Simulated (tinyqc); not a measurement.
# Vibrations of a mass or spring defect in a linear chain, step by step

A worked calculation. Computed by tinyqc, a small Python program that keeps every step. Command: `OMP_NUM_THREADS=1 python tinyqc.py 3007564 3007565 out.jsonl localmode walk`. One thread of a shared host (Intel(R) Xeon(R) Processor @ 2.30GHz), about 0.01 s of CPU time with the checks. Intermediate numbers are printed to about 6 digits and carried at full precision; extremes and crossings named in words are read from the listed rows.

A ring of N atoms with nearest-neighbour springs k and motion along the chain. Atom 1 is the defect, of mass M', and its two springs are k'. All other atoms have the mass M.

Inputs (values chosen for the exercise, for a model chain):
```
quantity,value,unit
spring constant k,1.54,eV/angstrom^2
host mass M,94.2,u
defect mass M',59.4,u
spring ratio k'/k at the defect,1.1,-
atoms in the ring N,10,-
isotope mass step,1,u
```

Host: monatomic.

Constants: nu for 1 eV/(angstrom^2 u) = 15.6333042 THz.

## Band edges of the host

Host band: lambda from 0 to 4k/M. nu = 15.6333042 THz x sqrt(lambda), lambda in eV/(angstrom^2 u).

band edges (THz): [0.00000, 3.99775]

## Dynamical matrix of the ring

D_ii = (sum of the two springs at i)/M_i, D_ij = -k_ij/sqrt(M_i M_j) for neighbours, closed into a ring.

D (eV/(angstrom^2 u)):
```
,1,2,3,4,5,6,7,8,9,10
1,0.0570370,-0.0226462,0.0000000,0.0000000,0.0000000,0.0000000,0.0000000,0.0000000,0.0000000,-0.0226462
2,-0.0226462,0.0343312,-0.0163482,0.0000000,0.0000000,0.0000000,0.0000000,0.0000000,0.0000000,0.0000000
3,0.0000000,-0.0163482,0.0326964,-0.0163482,0.0000000,0.0000000,0.0000000,0.0000000,0.0000000,0.0000000
4,0.0000000,0.0000000,-0.0163482,0.0326964,-0.0163482,0.0000000,0.0000000,0.0000000,0.0000000,0.0000000
5,0.0000000,0.0000000,0.0000000,-0.0163482,0.0326964,-0.0163482,0.0000000,0.0000000,0.0000000,0.0000000
6,0.0000000,0.0000000,0.0000000,0.0000000,-0.0163482,0.0326964,-0.0163482,0.0000000,0.0000000,0.0000000
7,0.0000000,0.0000000,0.0000000,0.0000000,0.0000000,-0.0163482,0.0326964,-0.0163482,0.0000000,0.0000000
8,0.0000000,0.0000000,0.0000000,0.0000000,0.0000000,0.0000000,-0.0163482,0.0326964,-0.0163482,0.0000000
9,0.0000000,0.0000000,0.0000000,0.0000000,0.0000000,0.0000000,0.0000000,-0.0163482,0.0326964,-0.0163482
10,-0.0226462,0.0000000,0.0000000,0.0000000,0.0000000,0.0000000,0.0000000,0.0000000,-0.0163482,0.0343312
```

## Frequencies of the ring

Diagonalise D and leave out the zero eigenvalue of the uniform shift.

nonzero frequencies (THz): [1.25633, 1.28358, 2.37969, 2.44468, 3.25698, 3.36411, 3.80977, 3.91711, 4.47318]

1 mode(s) lie outside the host bands, at 4.473 THz.

## The highest mode of a long ring

The same matrix for 120 atoms; amplitudes are the mass-weighted eigenvector, in size, relative to the defect, for the highest mode; its weight is the squared component of the normalised eigenvector on the defect.

highest frequency, long ring = 4.47303 THz

weight of the highest mode on the defect = 0.587246

amplitudes on atoms 1 to 8: [1.00000, 0.54819, 0.20868, 0.07944, 0.03024, 0.01151, 0.00438, 0.00167]

ratio to the top of the host band = 1.11889

A local mode: it lies 11.9 % above the host band and its amplitude falls by a factor 6.90 every two atoms beyond the first neighbour.

## Convergence with the size of the ring

The formulas are those given above.

Highest mode:
```
N,frequency (THz),weight on the defect,modes outside the bands
4,4.51860,0.547486,1
6,4.48022,0.572117,1
8,4.47410,0.583679,1
12,4.47305,0.587117,1
20,4.47303,0.587245,1
40,4.47303,0.587246,1
80,4.47303,0.587246,1
120,4.47303,0.587246,1
```

The local mode is within 0.01 % of its final value from N = 12 on, and its weight on the defect settles at 0.587: a bound mode needs only a cell larger than its decay length.

## Isotope shift of the local mode

Raise M' by the isotope step in the 120-atom ring. First order, good only for a step much smaller than M': Delta nu/nu = -(1/2) (weight on the defect) Delta M'/M'; a defect vibrating against fixed neighbours would give sqrt(M'/(M' + step)) - 1.

shift, exact = -0.485330 %

shift, first order = -0.494314 %

shift, fixed neighbours = -0.831270 %

The shift is 58 % of the fixed-neighbour value; all other atoms together carry 41 % of the kinetic energy of the mode.

Checks made by the program: sum of eigenvalues against the trace of D (relative difference below 1e-10).
